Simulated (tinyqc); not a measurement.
# One-sided p+-n junction, ionisation integral and breakdown: two studies

A p+ layer at x < 0 and an n drift layer from x = 0. Depletion approximation, built-in voltage neglected. Local ionisation coefficients alpha_n = an exp(-(bn/E)^mx), alpha_p = ap exp(-(bp/E)^mx). Electrons move towards +x, holes towards x = 0.

Parameters, values chosen for the exercise; material values close to those of silicon: relative permittivity eps_r = 11.8; prefactor of the electron ionisation coefficient an = 6.82e5 1/cm; field constant for electrons bn = 1.25e6 V/cm; prefactor of the hole ionisation coefficient ap = 1.52e6 1/cm; field constant for holes bp = 2.09e6 V/cm; exponent mx = 1; electron mobility of the drift layer mu = 1400 cm^2/(V s); donor density of the drift layer N = 3.3e14 cm^-3.

Constants: q = 1.602176634e-19 C, eps0 = 8.8541878128e-14 F/cm where lengths are in cm. Results are converted to the units shown.

Each table varies one quantity; the others keep the values above.

## Multiplication against voltage

W = sqrt(2 eps0 eps_r V/(q N)), peak field E0 = q N W/(eps0 eps_r), falling linearly to 0 at W. G(x) = integral from 0 to x of (alpha_n - alpha_p); I_n = integral of alpha_n exp(-G) (electrons injected at x = 0), I_p = integral of alpha_p exp(G(end) - G) (holes injected at the far edge); M = 1/(1 - I). Integrals on a fine grid; BV is where I_n = 1. Here BV = 595.115 V; the Miller exponent is n = ln(1 - 1/M)/ln(V/BV).

Result of one run:
```
V (V)	E0 (kV/cm)	I_n	I_p	M_n	M_p	Miller n, electrons	Miller n, holes
548	236	0.927	0.387	13.7	1.63	0.918	11.5
```

What becomes of these results when the reverse voltage V is changed from 548 to 417 V, all else the same?

Result of the changed run:
```
V (V)	E0 (kV/cm)	I_n	I_p	M_n	M_p	Miller n, electrons	Miller n, holes
417	205	0.557	0.0321	2.26	1.03	1.65	9.67
```

The whole series:
```
V (V)	E0 (kV/cm)	I_n	I_p	M_n	M_p	Miller n, electrons	Miller n, holes
238	155	0.0651	4.49e-4	1.07	1.00	2.98	8.41
298	174	0.177	0.00251	1.21	1.00	2.50	8.66
357	190	0.348	0.00967	1.53	1.01	2.06	9.08
417	205	0.557	0.0321	2.26	1.03	1.65	9.67
476	219	0.751	0.0979	4.02	1.11	1.28	10.4
512	228	0.849	0.193	6.63	1.24	1.09	10.9
548	236	0.927	0.387	13.7	1.63	0.918	11.5
571	240	0.966	0.611	29.8	2.57	0.825	11.9
586	244	0.988	0.829	84.7	5.83	0.769	12.2
```

M_n rises from 1.070 to 84.7 and M_p from 1.000 to 5.83; both diverge at BV. The Miller exponent for electrons falls from 2.98 to 0.769 and that for holes rises from 8.41 to 12.2, so one exponent describes neither over the whole range. The larger multiplication belongs to electrons, whose coefficient at the peak field of the last row is 14.1 times the other.

## Effect of the drift doping

Same model as above.

Specific on-resistance Ron = W/(q mu N) with constant mobility and full ionisation.

Effect of the drift doping:
```
N (cm^-3)	BV (V)	E0 at BV (kV/cm)	W at BV (um)	Ron (mohm cm^2)	BV^2/Ron (MW/cm^2)	eps0 eps_r mu E0^3/4 (MW/cm^2)
2.8e13	3.98e3	185	430	6.85e3	2.31	2.31
5.3e13	2.41e3	198	243	2.05e3	2.83	2.83
1e14	1.47e3	212	139	618	3.50	3.50
1.9e14	901	229	78.6	185	4.40	4.40
3.7e14	547	249	43.9	52.9	5.65	5.65
7.2e14	335	272	24.6	15.3	7.36	7.36
1.4e15	208	299	13.9	4.43	9.77	9.77
2.6e15	135	328	8.23	1.41	12.9	12.9
```

What does the comparison show, and why?

BV falls from 3980 to 135 V while the critical field rises from 185 to 328 kV/cm. BV goes as N^(-0.79) between the first two rows and N^(-0.70) between the last two (a coefficient proportional to E^7 gives -0.75 without punch-through). Ron goes as BV^(2.51) over the table; the last two columns agree since BV = E0 W/2 and N = eps0 eps_r E0/(q W).

Computed by the program tinyqc: `OMP_NUM_THREADS=1 python tinyqc.py 2120039 2120040 out.jsonl`, one thread of a shared Intel Xeon 2.30GHz, about 0.06 s for the whole run.
